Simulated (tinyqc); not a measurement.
From a target to a composition: model-solid line-up of a strained alloy layer on a substrate.

Problem. A layer of the alloy is strained to the substrate, and its gap (Ec minus the top valence edge) is given. Find x between 0.11 and 0.93, where the gap is monotonic.

All values of the alloy are linear in x but the gap, Eg(x) = (1 - x) Eg_A + x Eg_B - C x (1 - x), and the valence edge, Ev(x) = (1 - x) Ev_A + x Ev_B + fv C x (1 - x); Ec = Ev + Eg. Ev is the top of the unstrained valence band on a scale common to all materials. In the layer only the Gamma valley of the conduction band is followed, also where an X or L valley would lie lower.

Coherent growth on a (001) face: e_par = (a_s - a)/a, e_perp = -2 (C12/C11) e_par; exx = eyy = e_par, ezz = e_perp, no shear.

Strained edges: Ec + ac tr(e); the valence edges are Ev plus the levels of the 6 x 6 matrix of X, Y, Z times spin with -Dso/3 + l exx + m (eyy + ezz) on the diagonal (cyclic), n exy off it, l = av + 2 b, m = av - b, n = sqrt(3) d. Spin-orbit term (Dso/3) L.sigma on X, Y, Z with (L_k)_ij = -i epsilon_kij: <X+|H|Y+> = -i Dso/3, <X+|H|Z-> = Dso/3, <Y+|H|Z-> = -i Dso/3, <Z+|H|X-> = -Dso/3, <Z+|H|Y-> = i Dso/3, <X-|H|Y-> = i Dso/3, and their conjugates; + and - are the spin along z.

Inputs chosen for the exercise (A near GaP, B near InP, substrate near Ge; shifted at random, so the results belong to these values and not to a real crystal):
```
symbol  value           unit      meaning
a       (5.453, 5.867)  angstrom  lattice constant of A, B
Eg      (2.877, 1.442)  eV        gap at Gamma to the s-like level of A, B
Dso     (0.079, 0.108)  eV        spin-orbit splitting of A, B
Ev      (-1.29, -0.93)  eV        top of the unstrained valence band of A, B
ac      (-8.11, -5.99)  eV        conduction deformation potential of A, B
av      (1.7, 0.6)      eV        valence hydrostatic potential of A, B
b       (-1.6, -2)      eV        tetragonal shear potential of A, B
d       (-4.66, -5.03)  eV        trigonal shear potential of A, B
C11     (142, 99.9)     GPa       of A, B
C12     (61.4, 56.3)    GPa       of A, B
C44     (70.6, 45.5)    GPa       of A, B
C       0.777           eV        bowing of the gap
fv      0.2                       share of the bowing taken by the valence edge
a_s     5.663           angstrom  substrate
face    001                       growth face
```

strained gap = 1.559522 eV

Find: x; e_par; gap of the relaxed alloy.

Solution. Bisect on x; the strained gap is 2.1651 eV at x = 0.11 and 1.5511 eV at x = 0.93.

x = 0.920
e_par = -2.929 %
gap of the relaxed alloy = 1.500 eV

(tinyqc, `OMP_NUM_THREADS=1 python tinyqc.py 1050069 1050070 out.jsonl`, Intel(R) Xeon(R) Processor @ 2.30GHz, 1 thread, shared host, about 0.01 s.)
